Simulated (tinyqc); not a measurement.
Inside a calculation. Method: plane-wave Kohn-Sham cycle with exchange-only LDA in a layered model solid. One step of it, computed by the program tinyqc.

Task: Iteration 2: levels at that k. Diagonalise the Hermitian matrix.

H (hartree), lower triangle:
```
,-3,-2,-1,+0,+1,+2,+3
-3,3.552375
-2,-0.276785,1.479365
-1,-0.001125,-0.276785,0.235558
+0,0.000870,-0.001125,-0.276785,-0.179044
+1,0.000112,0.000870,-0.001125,-0.276785,0.235558
+2,-0.000032,0.000112,0.000870,-0.001125,-0.276785,1.479365
+3,0.000004,-0.000032,0.000112,0.000870,-0.001125,-0.276785,3.552375
```

Give: eigenvalues.

Result:

eigenvalues (hartree): -0.4263  0.1764  0.4181  1.5028  1.5064  3.5890  3.5891
